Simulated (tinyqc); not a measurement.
A particle near a wafer in liquid: double-layer and van der Waals forces (DLVO), deposition barrier and removal: one step, computed by the program tinyqc. Command: `OMP_NUM_THREADS=1 python tinyqc.py 3110456 3110457 out.jsonl dlvo walk`. One thread of a shared host (Intel(R) Xeon(R) Processor @ 2.30GHz), about 0.01 s of CPU time with the checks.

Sphere and flat wall, Derjaguin approximation, constant potentials in the linear-superposition form, no retardation and no hydration force.

Problem. The curve. U(h) = Z R exp(-kappa h) - A R/(6 h); F(h) = -dU/dh = kappa Z R exp(-kappa h) - A R/(6 h^2), positive for repulsion.

Inputs (values chosen for the exercise, of the order of those for silica on copper in water): particle radius R = 180 nm; Hamaker constant A = 3.3e-20 J; temperature T = 293 K.

kappa = 0.04277483 1/nm

Z = 9.714756 pN

Constants: k_B = 1.380649e-23 J/K.

Give: the table «Against the gap» with the columns kappa h, U (k_B T), F (pN), for h (nm) = 0.4, 0.6, 1.0, 1.5, 2.5, 4.0, 7.0, 12.0, 20.0, 40.0.

Solution.

Against the gap:

| h (nm) | kappa h | U (k_B T) | F (pN) |
|---|---|---|---|
| 0.4 | 0.017 | -186.9 | -6.114e+03 |
| 0.6 | 0.026 | 13.4 | -2.677e+03 |
| 1.0 | 0.043 | 169.4 | -9.183e+02 |
| 1.5 | 0.064 | 242.3 | -3.699e+02 |
| 2.5 | 0.107 | 290.5 | -9.119e+01 |
| 4.0 | 0.171 | 303.1 | 1.161e+00 |
| 7.0 | 0.299 | 285.5 | 3.524e+01 |
| 12.0 | 0.513 | 238.3 | 3.789e+01 |
| 20.0 | 0.855 | 171.5 | 2.932e+01 |
| 40.0 | 1.711 | 72.0 | 1.290e+01 |

Caution: in rows where h is not small against R, A R/(6 h) overstates the van der Waals term. Caution: in rows with kappa h below 1 linear superposition is only rough.
